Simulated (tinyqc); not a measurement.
Longitudinal sound in a periodic multilayer: transfer matrices, stop bands and folded phonons: one step, computed by the program tinyqc. Command: `OMP_NUM_THREADS=1 python tinyqc.py 3029047 3029048 out.jsonl multilayer walk`. One thread of a shared host (Intel(R) Xeon(R) Processor @ 2.30GHz), about 0.01 s of CPU time with the checks.

Layers 1 and 2 repeat with period d = d_1 + d_2; waves travel normal to the layers, without loss. State vector (u, s): displacement u and stress divided by omega. Impedances Z = rho v are in 1e6 kg/(m^2 s).

Question. Transfer matrix of one period. A layer maps (u, s) by [[cos p, sin p/Z], [-Z sin p, cos p]], p = 2 pi f d_i/v_i; one period is M = M_2 M_1, and cos(q d) = trace(M)/2.

Inputs (values chosen for the exercise, modelled on copper (layer 1), tantalum (layer 2) and gallium arsenide (substrate)):
```
quantity       value  unit
velocity v_1    4840   m/s
thickness d_1    4.8    nm
velocity v_2    4130   m/s
thickness d_2   7.93    nm
frequency f      173   GHz
```

Z_2 = 69.384

Z_1 = 43.2212

Give: phase p_1; phase p_2; M; trace(M)/2.

Answer.

phase p_1 = 1.078 rad

phase p_2 = 2.087 rad

M:
```
         1          2
1  -0.7108  -0.004134
2   -9.746     -1.463
```

trace(M)/2 = -1.087

|trace/2| > 1: f lies in a stop band, and the amplitude falls by a factor 1.514 a period.
